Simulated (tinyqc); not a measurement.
Longitudinal sound in a periodic multilayer: transfer matrices, stop bands and folded phonons: one step, computed by the program tinyqc.

Layers 1 and 2 repeat with period d = d_1 + d_2; waves travel normal to the layers, without loss. State vector (u, s): displacement u and stress divided by omega. Impedances Z = rho v are in 1e6 kg/(m^2 s).

Problem. Transfer matrix of one period. A layer maps (u, s) by [[cos p, sin p/Z], [-Z sin p, cos p]], p = 2 pi f d_i/v_i; one period is M = M_2 M_1, and cos(q d) = trace(M)/2.

Inputs (values chosen for the exercise, modelled on gallium nitride (layer 1), aluminium nitride (layer 2) and gallium arsenide (substrate)):
```
quantity,value,unit
velocity v_1,8130,m/s
thickness d_1,489,nm
velocity v_2,11100,m/s
thickness d_2,671,nm
frequency f,6.05,GHz
```

Z_2 = 36.297

Z_1 = 50.6499

Give: phase p_1; phase p_2; M; trace(M)/2.

Solution.

phase p_1 = 2.286 rad

phase p_2 = 2.298 rad

M:
```
,1,2
1,-0.3507,-0.02341
2,43.20,0.03206
```

trace(M)/2 = -0.1593

|trace/2| < 1: f lies in a pass band, with q d = 1.7308 rad (folded into 0 to pi).
